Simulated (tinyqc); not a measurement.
Worked calculation (part 1 of 3): ROHF in the 6-311g basis, for H2, spin multiplicity 3. Computed by tinyqc, a small Python program that keeps every step (integrals from PySCF). Settings: charge = 0, multiplicity = 3, basis = 6-311g, energy threshold = 1e-08, iteration cap = 52, orthogonalisation = canonical, start = highest core orbitals, DIIS depth = 6, DIIS from iteration = 3, method = ROHF. Command: `OMP_NUM_THREADS=1 python tinyqc.py 30907 30908 out.jsonl` (the two numbers bound the seeds that draw the settings). One thread of a shared host (Intel(R) Xeon(R) Processor @ 2.60GHz), about 0.05 s of CPU time with the checks. Later iterations appear only in the table of the cycle.

## One-electron integrals

Geometry (angstrom):
```
atom         x         y         z
H     0.000000  0.000000  0.000000
H     0.000000  0.000000  1.159000
```

Basis 6-311g: exponents (1/bohr^2) and contraction coefficients of normalised primitives:
```
element  l (shell)   exponent  coefficient
H            s (1)  33.865000     0.025494
H            s (1)   5.094790     0.190373
H            s (1)   1.158790     0.852161
H            s (2)   0.325840     1.000000
H            s (3)   0.102741     1.000000
```

Overlap, kinetic and nuclear-attraction integrals over the contracted functions; the nuclear repulsion is the sum of Za Zb / Rab.

nuclear repulsion = 0.45658085 hartree

overlap S:
```
          1H 1s     1H 2s     1H 3s     2H 1s     2H 2s     2H 3s
1H 1s  1.000000  0.706377  0.373664  0.047524  0.204304  0.237060
1H 2s  0.706377  1.000000  0.788963  0.204304  0.457711  0.542410
1H 3s  0.373664  0.788963  1.000000  0.237060  0.542410  0.781593
2H 1s  0.047524  0.204304  0.237060  1.000000  0.706377  0.373664
2H 2s  0.204304  0.457711  0.542410  0.706377  1.000000  0.788963
2H 3s  0.237060  0.542410  0.781593  0.373664  0.788963  1.000000
```

kinetic energy T (hartree):
```
           1H 1s     1H 2s     1H 3s      2H 1s     2H 2s     2H 3s
1H 1s   2.304348  0.549119  0.106346  -0.080936  0.027245  0.046989
1H 2s   0.549119  0.488760  0.184881   0.027245  0.107155  0.095355
1H 3s   0.106346  0.184881  0.154112   0.046989  0.095355  0.100664
2H 1s  -0.080936  0.027245  0.046989   2.304348  0.549119  0.106346
2H 2s   0.027245  0.107155  0.095355   0.549119  0.488760  0.184881
2H 3s   0.046989  0.095355  0.100664   0.106346  0.184881  0.154112
```

nuclear attraction V (hartree):
```
           1H 1s      1H 2s      1H 3s      2H 1s      2H 2s      2H 3s
1H 1s  -2.567677  -1.383197  -0.685523  -0.087474  -0.390851  -0.439272
1H 2s  -1.383197  -1.361821  -0.927697  -0.390851  -0.659362  -0.671070
1H 3s  -0.685523  -0.927697  -0.894886  -0.439272  -0.671070  -0.738470
2H 1s  -0.087474  -0.390851  -0.439272  -2.567677  -1.383197  -0.685523
2H 2s  -0.390851  -0.659362  -0.671070  -1.383197  -1.361821  -0.927697
2H 3s  -0.439272  -0.671070  -0.738470  -0.685523  -0.927697  -0.894886
```

core Hamiltonian H = T + V (hartree):
```
           1H 1s      1H 2s      1H 3s      2H 1s      2H 2s      2H 3s
1H 1s  -0.263328  -0.834078  -0.579177  -0.168410  -0.363606  -0.392283
1H 2s  -0.834078  -0.873061  -0.742815  -0.363606  -0.552207  -0.575715
1H 3s  -0.579177  -0.742815  -0.740774  -0.392283  -0.575715  -0.637805
2H 1s  -0.168410  -0.363606  -0.392283  -0.263328  -0.834078  -0.579177
2H 2s  -0.363606  -0.552207  -0.575715  -0.834078  -0.873061  -0.742815
2H 3s  -0.392283  -0.575715  -0.637805  -0.579177  -0.742815  -0.740774
```

## Two-electron integrals

Functions are numbered as in S; the eight-fold symmetry (ij|kl) = (ji|kl) = (kl|ij) leaves the list below.

Two-electron integrals (ij|kl) in chemists' order, unique and non-zero (hartree):
```
(11|11) 1.393035   (21|11) 0.822971   (21|21) 0.509703   (22|11) 0.822904
(22|21) 0.543028   (22|22) 0.644106   (31|11) 0.411256   (31|21) 0.257757
(31|22) 0.279868   (31|31) 0.130794   (32|11) 0.543681   (32|21) 0.365771
(32|22) 0.452669   (32|31) 0.189803   (32|32) 0.325140   (33|11) 0.494021
(33|21) 0.340115   (33|22) 0.445993   (33|31) 0.178035   (33|32) 0.331779
(33|33) 0.361682   (41|11) 0.040308   (41|21) 0.026759   (41|22) 0.031752
(41|31) 0.013804   (41|32) 0.022212   (41|33) 0.021654   (41|41) 0.002730
(42|11) 0.116071   (42|21) 0.080652   (42|22) 0.106343   (42|31) 0.042313
(42|32) 0.078470   (42|33) 0.082897   (42|41) 0.009358   (42|42) 0.041863
(43|11) 0.116371   (43|21) 0.081491   (43|22) 0.110325   (43|31) 0.042905
(43|32) 0.082910   (43|33) 0.090557   (43|41) 0.009415   (43|42) 0.045951
(43|43) 0.052519   (44|11) 0.456366   (44|21) 0.321782   (44|22) 0.445467
(44|31) 0.169962   (44|32) 0.339036   (44|33) 0.376618   (44|41) 0.040308
(44|42) 0.220581   (44|43) 0.258421   (44|44) 1.393035   (51|11) 0.220581
(51|21) 0.138850   (51|22) 0.151755   (51|31) 0.070542   (51|32) 0.103151
(51|33) 0.097027   (51|41) 0.009358   (51|42) 0.028904   (51|43) 0.028978
(51|44) 0.116071   (51|51) 0.041863   (52|11) 0.309663   (52|21) 0.209097
(52|22) 0.260526   (52|31) 0.108633   (52|32) 0.187631   (52|33) 0.192073
(52|41) 0.017490   (52|42) 0.067227   (52|43) 0.071940   (52|44) 0.309663
(52|51) 0.067227   (52|52) 0.134940   (53|11) 0.276667   (53|21) 0.190737
(53|22) 0.250446   (53|31) 0.099880   (53|32) 0.186153   (53|33) 0.201911
(53|41) 0.016828   (53|42) 0.072471   (53|43) 0.081597   (53|44) 0.361333
(53|51) 0.062126   (53|52) 0.138553   (53|53) 0.153678   (54|11) 0.321782
(54|21) 0.226357   (54|22) 0.311111   (54|31) 0.119425   (54|32) 0.236154
(54|33) 0.262420   (54|41) 0.026759   (54|42) 0.138850   (54|43) 0.162277
(54|44) 0.822971   (54|51) 0.080652   (54|52) 0.209097   (54|53) 0.243848
(54|54) 0.509703   (55|11) 0.445467   (55|21) 0.311111   (55|22) 0.421402
(55|31) 0.163706   (55|32) 0.318703   (55|33) 0.355741   (55|41) 0.031752
(55|42) 0.151755   (55|43) 0.176751   (55|44) 0.822904   (55|51) 0.106343
(55|52) 0.260526   (55|53) 0.303971   (55|54) 0.543028   (55|55) 0.644106
(61|11) 0.258421   (61|21) 0.162277   (61|22) 0.176751   (61|31) 0.082391
(61|32) 0.120010   (61|33) 0.112740   (61|41) 0.009415   (61|42) 0.028978
(61|43) 0.029280   (61|44) 0.116371   (61|51) 0.045951   (61|52) 0.071940
(61|53) 0.066312   (61|54) 0.081491   (61|55) 0.110325   (61|61) 0.052519
(62|11) 0.361333   (62|21) 0.243848   (62|22) 0.303971   (62|31) 0.126678
(62|32) 0.219208   (62|33) 0.225219   (62|41) 0.016828   (62|42) 0.062126
(62|43) 0.066312   (62|44) 0.276667   (62|51) 0.072471   (62|52) 0.138553
(62|53) 0.140527   (62|54) 0.190737   (62|55) 0.250446   (62|61) 0.081597
(62|62) 0.153678   (63|11) 0.358459   (63|21) 0.247678   (63|22) 0.327987
(63|31) 0.129833   (63|32) 0.245610   (63|33) 0.271495   (63|41) 0.018204
(63|42) 0.074896   (63|43) 0.083940   (63|44) 0.358459   (63|51) 0.074896
(63|52) 0.159551   (63|53) 0.175633   (63|54) 0.247678   (63|55) 0.327987
(63|61) 0.083940   (63|62) 0.175633   (63|63) 0.220947   (64|11) 0.169962
(64|21) 0.119425   (64|22) 0.163706   (64|31) 0.062980   (64|32) 0.124162
(64|33) 0.138021   (64|41) 0.013804   (64|42) 0.070542   (64|43) 0.082391
(64|44) 0.411256   (64|51) 0.042313   (64|52) 0.108633   (64|53) 0.126678
(64|54) 0.257757   (64|55) 0.279868   (64|61) 0.042905   (64|62) 0.099880
(64|63) 0.129833   (64|64) 0.130794   (65|11) 0.339036   (65|21) 0.236154
(65|22) 0.318703   (65|31) 0.124162   (65|32) 0.241114   (65|33) 0.270760
(65|41) 0.022212   (65|42) 0.103151   (65|43) 0.120010   (65|44) 0.543681
(65|51) 0.078470   (65|52) 0.187631   (65|53) 0.219208   (65|54) 0.365771
(65|55) 0.452669   (65|61) 0.082910   (65|62) 0.186153   (65|63) 0.245610
(65|64) 0.189803   (65|65) 0.325140   (66|11) 0.376618   (66|21) 0.262420
(66|22) 0.355741   (66|31) 0.138021   (66|32) 0.270760   (66|33) 0.310110
(66|41) 0.021654   (66|42) 0.097027   (66|43) 0.112740   (66|44) 0.494021
(66|51) 0.082897   (66|52) 0.192073   (66|53) 0.225219   (66|54) 0.340115
(66|55) 0.445993   (66|61) 0.090557   (66|62) 0.201911   (66|63) 0.271495
(66|64) 0.178035   (66|65) 0.331779   (66|66) 0.361682
```

## Orthogonalisation

S = U s U^T; canonical form X = U s^(-1/2), so that X^T S X = 1. Each column of U has its largest component positive (the first on a tie).

eigenvalues of S: 0.056340  0.130834  0.310574  0.719174  1.346258  3.436820

X:
```
               1          2          3          4          5         6
1H 1s   0.697317  -0.906032  -0.708699   0.655418   0.484957  0.156022
1H 2s  -1.850760   1.496789   0.689803   0.102449   0.343921  0.240831
1H 3s   2.227805  -0.871992   0.794884  -0.505147   0.133920  0.251278
2H 1s  -0.697317  -0.906032   0.708699   0.655418  -0.484957  0.156022
2H 2s   1.850760   1.496789  -0.689803   0.102449  -0.343921  0.240831
2H 3s  -2.227805  -0.871992  -0.794884  -0.505147  -0.133920  0.251278
```

## Starting guess

The start is the highest orbitals of the core Hamiltonian (a deliberately bad start); D(s) = C_occ C_occ^T for each spin.

D(alpha) at the start:
```
           1H 1s      1H 2s      1H 3s      2H 1s      2H 2s      2H 3s
1H 1s   2.398449  -3.236574   1.805674   0.068936   0.451344  -0.672166
1H 2s  -3.236574   4.491233  -2.601131   0.451344  -1.347212   1.321606
1H 3s   1.805674  -2.601131   1.578170  -0.672166   1.321606  -1.057441
2H 1s   0.068936   0.451344  -0.672166   2.398449  -3.236574   1.805674
2H 2s   0.451344  -1.347212   1.321606  -3.236574   4.491233  -2.601131
2H 3s  -0.672166   1.321606  -1.057441   1.805674  -2.601131   1.578170
```

D(beta) at the start:
```
          1H 1s     1H 2s     1H 3s     2H 1s     2H 2s     2H 3s
1H 1s  0.000000  0.000000  0.000000  0.000000  0.000000  0.000000
1H 2s  0.000000  0.000000  0.000000  0.000000  0.000000  0.000000
1H 3s  0.000000  0.000000  0.000000  0.000000  0.000000  0.000000
2H 1s  0.000000  0.000000  0.000000  0.000000  0.000000  0.000000
2H 2s  0.000000  0.000000  0.000000  0.000000  0.000000  0.000000
2H 3s  0.000000  0.000000  0.000000  0.000000  0.000000  0.000000
```

## Iteration 1: building the Fock matrix

J_ij = sum D_kl (ij|kl) with D = D(alpha) + D(beta), K_ij = sum D_kl (ik|jl) for each spin; F = H + J - K(s); E = tr D H + tr D J / 2 - 0.5 sum_s tr D(s) K(s) + E_nn.

Coulomb J (hartree):
```
          1H 1s     1H 2s     1H 3s     2H 1s     2H 2s     2H 3s
1H 1s  1.502465  0.934427  0.476798  0.064361  0.273098  0.306547
1H 2s  0.934427  1.074144  0.764842  0.273098  0.519007  0.548433
1H 3s  0.476798  0.764842  0.785076  0.306547  0.548433  0.641654
2H 1s  0.064361  0.273098  0.306547  1.502465  0.934427  0.476798
2H 2s  0.273098  0.519007  0.548433  0.934427  1.074144  0.764842
2H 3s  0.306547  0.548433  0.641654  0.476798  0.764842  0.785076
```

exchange K(alpha) (hartree):
```
           1H 1s     1H 2s     1H 3s      2H 1s     2H 2s     2H 3s
1H 1s   0.595511  0.133436  0.036790  -0.005051  0.024397  0.024200
1H 2s   0.133436  0.093157  0.053721   0.024397  0.040044  0.039048
1H 3s   0.036790  0.053721  0.041000   0.024200  0.039048  0.035074
2H 1s  -0.005051  0.024397  0.024200   0.595511  0.133436  0.036790
2H 2s   0.024397  0.040044  0.039048   0.133436  0.093157  0.053721
2H 3s   0.024200  0.039048  0.035074   0.036790  0.053721  0.041000
```

exchange K(beta) (hartree):
```
          1H 1s     1H 2s     1H 3s     2H 1s     2H 2s     2H 3s
1H 1s  0.000000  0.000000  0.000000  0.000000  0.000000  0.000000
1H 2s  0.000000  0.000000  0.000000  0.000000  0.000000  0.000000
1H 3s  0.000000  0.000000  0.000000  0.000000  0.000000  0.000000
2H 1s  0.000000  0.000000  0.000000  0.000000  0.000000  0.000000
2H 2s  0.000000  0.000000  0.000000  0.000000  0.000000  0.000000
2H 3s  0.000000  0.000000  0.000000  0.000000  0.000000  0.000000
```

F(alpha) (hartree):
```
           1H 1s      1H 2s      1H 3s      2H 1s      2H 2s      2H 3s
1H 1s   0.643626  -0.033087  -0.139169  -0.098998  -0.114904  -0.109937
1H 2s  -0.033087   0.107926  -0.031694  -0.114904  -0.073244  -0.066330
1H 3s  -0.139169  -0.031694   0.003303  -0.109937  -0.066330  -0.031224
2H 1s  -0.098998  -0.114904  -0.109937   0.643626  -0.033087  -0.139169
2H 2s  -0.114904  -0.073244  -0.066330  -0.033087   0.107926  -0.031694
2H 3s  -0.109937  -0.066330  -0.031224  -0.139169  -0.031694   0.003303
```

F(beta) (hartree):
```
           1H 1s      1H 2s      1H 3s      2H 1s      2H 2s      2H 3s
1H 1s   1.239137   0.100349  -0.102379  -0.104049  -0.090508  -0.085736
1H 2s   0.100349   0.201083   0.022026  -0.090508  -0.033200  -0.027282
1H 3s  -0.102379   0.022026   0.044302  -0.085736  -0.027282   0.003849
2H 1s  -0.104049  -0.090508  -0.085736   1.239137   0.100349  -0.102379
2H 2s  -0.090508  -0.033200  -0.027282   0.100349   0.201083   0.022026
2H 3s  -0.085736  -0.027282   0.003849  -0.102379   0.022026   0.044302
```

total energy of this density = 3.89452887 hartree

## Iteration 1: Roothaan effective Fock matrix

With projectors Pc = D(beta) S, Po = (D(alpha) - D(beta)) S, Pv = 1 - D(alpha) S, the block xy is Px^T F Py; with Fc = (F(alpha) + F(beta))/2, the blocks are Fc for cc, oo, vv and cv, F(beta) for co and F(alpha) for ov.

effective F (hartree):
```
           1H 1s      1H 2s      1H 3s      2H 1s      2H 2s      2H 3s
1H 1s   0.819497   0.003299  -0.124984  -0.097473  -0.109465  -0.101471
1H 2s   0.003299   0.193073   0.009576  -0.109465  -0.041487  -0.037008
1H 3s  -0.124984   0.009576   0.029637  -0.101471  -0.037008  -0.008563
2H 1s  -0.097473  -0.109465  -0.101471   0.819497   0.003299  -0.124984
2H 2s  -0.109465  -0.041487  -0.037008   0.003299   0.193073   0.009576
2H 3s  -0.101471  -0.037008  -0.008563  -0.124984   0.009576   0.029637
```

## Iteration 1: diagonalisation and new density

Diagonalise F' = X^T F X, C = X C', fill 2 alpha and 0 beta electrons from the bottom; D(s) = C_occ C_occ^T. Each column has its largest component positive (the first on a tie).

F' = X^T F X (hartree):
```
           1          2          3          4          5          6
1   1.381305   0.000000  -0.911337   0.000000   0.189134   0.000000
2   0.000000   1.900153   0.000000  -0.883111   0.000000   0.048280
3  -0.911337   0.000000   1.127243   0.000000  -0.469990   0.000000
4   0.000000  -0.883111   0.000000   0.911327   0.000000   0.079255
5   0.189134   0.000000  -0.469990   0.000000   0.565875   0.000000
6   0.000000   0.048280   0.000000   0.079255   0.000000  -0.002712
```

orbital energies (hartree): MO1 -0.023360, MO2 0.160011, MO3 0.414296, MO4 0.620311, MO5 2.294101, MO6 2.417832

coefficients C:
```
            MO1        MO2        MO3        MO4        MO5        MO6
1H 1s  0.129704   0.096371   0.138754  -0.196783  -1.084287  -1.112984
1H 2s  0.050697  -0.096208   0.877247  -1.094024   1.677283   1.239653
1H 3s  0.436026   1.555242  -0.801177   1.415057  -1.091664  -0.496671
2H 1s  0.129704  -0.096371   0.138754   0.196783   1.084287  -1.112984
2H 2s  0.050697   0.096208   0.877247   1.094024  -1.677283   1.239653
2H 3s  0.436026  -1.555242  -0.801177  -1.415057   1.091664  -0.496671
```

D(alpha) after iteration 1:
```
           1H 1s      1H 2s      1H 3s      2H 1s      2H 2s      2H 3s
1H 1s   0.026111  -0.002696   0.206435   0.007536   0.015847  -0.093326
1H 2s  -0.002696   0.011826  -0.127522   0.015847  -0.006686   0.171733
1H 3s   0.206435  -0.127522   2.608895  -0.093326   0.171733  -2.228657
2H 1s   0.007536   0.015847  -0.093326   0.026111  -0.002696   0.206435
2H 2s   0.015847  -0.006686   0.171733  -0.002696   0.011826  -0.127522
2H 3s  -0.093326   0.171733  -2.228657   0.206435  -0.127522   2.608895
```

D(beta) after iteration 1:
```
          1H 1s     1H 2s     1H 3s     2H 1s     2H 2s     2H 3s
1H 1s  0.000000  0.000000  0.000000  0.000000  0.000000  0.000000
1H 2s  0.000000  0.000000  0.000000  0.000000  0.000000  0.000000
1H 3s  0.000000  0.000000  0.000000  0.000000  0.000000  0.000000
2H 1s  0.000000  0.000000  0.000000  0.000000  0.000000  0.000000
2H 2s  0.000000  0.000000  0.000000  0.000000  0.000000  0.000000
2H 3s  0.000000  0.000000  0.000000  0.000000  0.000000  0.000000
```

## Iteration 2: building the Fock matrix

As before.

Coulomb J (hartree):
```
          1H 1s     1H 2s     1H 3s     2H 1s     2H 2s     2H 3s
1H 1s  0.901904  0.614534  0.320930  0.042924  0.180227  0.205165
1H 2s  0.614534  0.799233  0.596265  0.180227  0.376142  0.418622
1H 3s  0.320930  0.596265  0.660499  0.205165  0.418622  0.529705
2H 1s  0.042924  0.180227  0.205165  0.901904  0.614534  0.320930
2H 2s  0.180227  0.376142  0.418622  0.614534  0.799233  0.596265
2H 3s  0.205165  0.418622  0.529705  0.320930  0.596265  0.660499
```

exchange K(alpha) (hartree):
```
          1H 1s     1H 2s     1H 3s     2H 1s     2H 2s     2H 3s
1H 1s  0.281449  0.318920  0.265772  0.073407  0.146487  0.178270
1H 2s  0.318920  0.434726  0.403454  0.146487  0.251480  0.293539
1H 3s  0.265772  0.403454  0.414138  0.178270  0.293539  0.337357
2H 1s  0.073407  0.146487  0.178270  0.281449  0.318920  0.265772
2H 2s  0.146487  0.251480  0.293539  0.318920  0.434726  0.403454
2H 3s  0.178270  0.293539  0.337357  0.265772  0.403454  0.414138
```

exchange K(beta) (hartree):
```
          1H 1s     1H 2s     1H 3s     2H 1s     2H 2s     2H 3s
1H 1s  0.000000  0.000000  0.000000  0.000000  0.000000  0.000000
1H 2s  0.000000  0.000000  0.000000  0.000000  0.000000  0.000000
1H 3s  0.000000  0.000000  0.000000  0.000000  0.000000  0.000000
2H 1s  0.000000  0.000000  0.000000  0.000000  0.000000  0.000000
2H 2s  0.000000  0.000000  0.000000  0.000000  0.000000  0.000000
2H 3s  0.000000  0.000000  0.000000  0.000000  0.000000  0.000000
```

F(alpha) (hartree):
```
           1H 1s      1H 2s      1H 3s      2H 1s      2H 2s      2H 3s
1H 1s   0.357126  -0.538464  -0.524019  -0.198893  -0.329866  -0.365388
1H 2s  -0.538464  -0.508553  -0.550004  -0.329866  -0.427545  -0.450633
1H 3s  -0.524019  -0.550004  -0.494413  -0.365388  -0.450633  -0.445456
2H 1s  -0.198893  -0.329866  -0.365388   0.357126  -0.538464  -0.524019
2H 2s  -0.329866  -0.427545  -0.450633  -0.538464  -0.508553  -0.550004
2H 3s  -0.365388  -0.450633  -0.445456  -0.524019  -0.550004  -0.494413
```

F(beta) (hartree):
```
           1H 1s      1H 2s      1H 3s      2H 1s      2H 2s      2H 3s
1H 1s   0.638576  -0.219544  -0.258247  -0.125486  -0.183379  -0.187119
1H 2s  -0.219544  -0.073827  -0.146550  -0.183379  -0.176065  -0.157093
1H 3s  -0.258247  -0.146550  -0.080275  -0.187119  -0.157093  -0.108100
2H 1s  -0.125486  -0.183379  -0.187119   0.638576  -0.219544  -0.258247
2H 2s  -0.183379  -0.176065  -0.157093  -0.219544  -0.073827  -0.146550
2H 3s  -0.187119  -0.157093  -0.108100  -0.258247  -0.146550  -0.080275
```

total energy of this density = -0.71320555 hartree

## Iteration 2: Roothaan effective Fock matrix

As before.

effective F (hartree):
```
           1H 1s      1H 2s      1H 3s      2H 1s      2H 2s      2H 3s
1H 1s   0.463216  -0.418792  -0.417810  -0.172422  -0.269701  -0.287464
1H 2s  -0.418792  -0.328448  -0.361110  -0.269701  -0.313517  -0.305954
1H 3s  -0.417810  -0.361110  -0.269907  -0.287464  -0.305954  -0.259915
2H 1s  -0.172422  -0.269701  -0.287464   0.463216  -0.418792  -0.417810
2H 2s  -0.269701  -0.313517  -0.305954  -0.418792  -0.328448  -0.361110
2H 3s  -0.287464  -0.305954  -0.259915  -0.417810  -0.361110  -0.269907
```
